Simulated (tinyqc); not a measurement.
What moves the results: carrier statistics of a doped semiconductor with parabolic bands. A value that a table varies takes the place of the one given here.

Eg(T) = Eg0 - al T^2/(T + be); m_de = Mv^(2/3) (ml mt^2)^(1/3); m_dh = (mhh^(3/2) + mlh^(3/2))^(2/3); Nc and Nv from N = 2 (m kB T/(4 pi c))^(3/2) with c = hbar^2/2m0, in 1/angstrom^3; times 1e24 for 1/cm^3.

Energies are counted from Ev, so Ec = Eg. n = Nc F_1/2((EF - Eg)/kT), p = Nv F_1/2(-EF/kT), ND+ = ND/(1 + 2 exp((EF - Eg + ED)/kT)), NA- = NA/(1 + 4 exp((EA - EF)/kT)); neutrality asks p + ND+ = n + NA-. F_j(eta) = (1/Gamma(j + 1)) integral_0^infinity x^j dx/(1 + exp(x - eta)), which tends to exp(eta) for eta << 0.

Constants: hbar^2/2m0 = 3.80998211 eV angstrom^2; kB = 8.617333262e-05 eV/K.

Values chosen for the exercise (near those of InP; shifted at random, so the results belong to these values and not to a real crystal): Eg0 = 1.412 eV (gap at 0 K); al = 0.000363 eV/K (Varshni alpha); be = 164 K (Varshni beta); ml = 0.0786 m0 (longitudinal electron mass); mt = 0.0786 m0 (transverse electron mass); Mv = 1 (equivalent valleys); mhh = 0.59 m0 (heavy-hole mass); mlh = 0.0877 m0 (light-hole mass); ND = 1.4e+15 1/cm^3 (donors); NA = 7.6e+12 1/cm^3 (acceptors); ED = 0.0056 eV (donor level below Ec); EA = 0.0466 eV (acceptor level above Ev); T = 350 K.

## Temperature

Neutrality solved at each temperature; ni = sqrt(Nc Nv) exp(-Eg/2kT).

Carriers (1/cm^3):

| T (K) | EF (eV) | n | p | majority / \|ND - NA\| | ni | Eg (eV) |
|---|---|---|---|---|---|---|
| 30 | 1.4023 | 7.76e+14 | <1e-99 | 0.557 | <1e-99 | 1.4103 |
| 50 | 1.3927 | 1.14e+15 | <1e-99 | 0.816 | 1.98e-54 | 1.4078 |
| 77 | 1.3764 | 1.28e+15 | 1.28e-72 | 0.922 | 4.06e-29 | 1.4031 |
| 120 | 1.3456 | 1.35e+15 | 9.32e-39 | 0.968 | 3.55e-12 | 1.3936 |
| 200 | 1.2793 | 1.37e+15 | 3.80e-14 | 0.987 | 7.23 | 1.3721 |
| 300 | 1.1867 | 1.38e+15 | 0.139 | 0.994 | 1.39e+07 | 1.3416 |
| 450 | 1.0365 | 1.39e+15 | 5.44e+07 | 0.997 | 2.75e+11 | 1.2923 |
| 600 | 0.8778 | 1.39e+15 | 1.44e+12 | 0.999 | 4.48e+13 | 1.2410 |
| 800 | 0.7122 | 3.10e+15 | 1.71e+15 | 2.22 | 2.30e+15 | 1.1710 |
| 1000 | 0.6851 | 2.72e+16 | 2.58e+16 | 19.5 | 2.65e+16 | 1.1001 |

How do the results move?

Ionisation is incomplete: the majority density is below 90 % of the net doping at 30 and 50 K, down to a share of 0.56. It is within 10 % of the net doping at 77, 120, 200, 300, 450 and 600 K. At 800 and 1000 K thermal pairs lift it more than 10 % above the net doping; ni has reached 2.65e+16 1/cm^3 at 1000 K against a net doping of 1.39e+15. EF goes from 1.402 eV to 0.685 eV, where midgap is 0.550 eV and the intrinsic level (Boltzmann) 0.683 eV.

## Doping level

Only donors are present (NA = 0); eta is the distance of EF beyond the conduction edge in units of kT.

Neutral state:

| ND (1/cm^3) | EF (eV) | majority (1/cm^3) | ionised share | eta |
|---|---|---|---|---|
| 1.0e+14 | 1.0586 | 1.00e+14 | 1.000 | -8.85 |
| 1.0e+15 | 1.1280 | 9.97e+14 | 0.997 | -6.55 |
| 1.0e+16 | 1.1966 | 9.67e+15 | 0.967 | -4.27 |
| 1.0e+17 | 1.2607 | 7.81e+16 | 0.781 | -2.15 |
| 1.0e+18 | 1.3133 | 3.83e+17 | 0.383 | -0.40 |
| 3.0e+18 | 1.3355 | 6.88e+17 | 0.229 | 0.33 |
| 1.0e+19 | 1.3594 | 1.19e+18 | 0.119 | 1.12 |
| 3.0e+19 | 1.3815 | 1.83e+18 | 0.061 | 1.86 |

What can be read from the table?

The impurity level lies at 1.3199 eV. The ionised share falls from 1.000 to 0.061 as EF passes through it between 1e+18 and 3e+18 1/cm^3 (share 1/3 there); it is below one half from 1e+18 1/cm^3 on. Over the last two rows the doping grows threefold and the majority density by a factor 1.54. EF comes within 3 kT of the majority band edge from 1e+17 1/cm^3 on. Above roughly 2e+16 1/cm^3 (N^(1/3) a = 0.26, with the radius a = sqrt(c/(m E)) from the ionisation energy E and the mass (ml mt^2)^(1/3)) the levels merge with the band and real ionisation is complete; sharp levels then overstate freeze-out.

## What each input does

Neutrality solved anew for each case. Each row changes one parameter from the base and keeps the others.

Results:

| case | EF (eV) | n (1/cm^3) | p (1/cm^3) |
|---|---|---|---|
| base | 1.1379 | 1.39e+15 | 624 |
| T = 390 K | 1.0979 | 1.39e+15 | 1.16e+05 |
| ND = 2.8e+15 1/cm^3 | 1.1588 | 2.77e+15 | 313 |
| NA = 9.88e+12 1/cm^3 | 1.1379 | 1.38e+15 | 625 |
| Eg0 = 1.462 eV | 1.1879 | 1.39e+15 | 119 |
| mt = 0.0943 m0 | 1.1324 | 1.39e+15 | 749 |
| mhh = 0.708 m0 | 1.1379 | 1.39e+15 | 810 |
| ED = 0.0084 eV | 1.1379 | 1.39e+15 | 625 |

How do the results move?

The largest shifts from the base row, up to three for each result and ties (the steps differ in size, so this ranks the rows, not the parameters). EF (eV): Eg0 +0.0500, T -0.0400, ND +0.0209; unchanged at the printed digits by NA, mhh and ED. n (1/cm^3): ND +1.38e+15, NA -2.27e+12; unchanged at the printed digits by T, Eg0, mt, mhh and ED. p (1/cm^3): T +1.15e+05, Eg0 -505, ND -312.

tinyqc: `OMP_NUM_THREADS=1 python tinyqc.py 1682711 1682712 out.jsonl`; about 0.01 s, one thread, shared Intel(R) Xeon(R) Processor @ 2.30GHz.
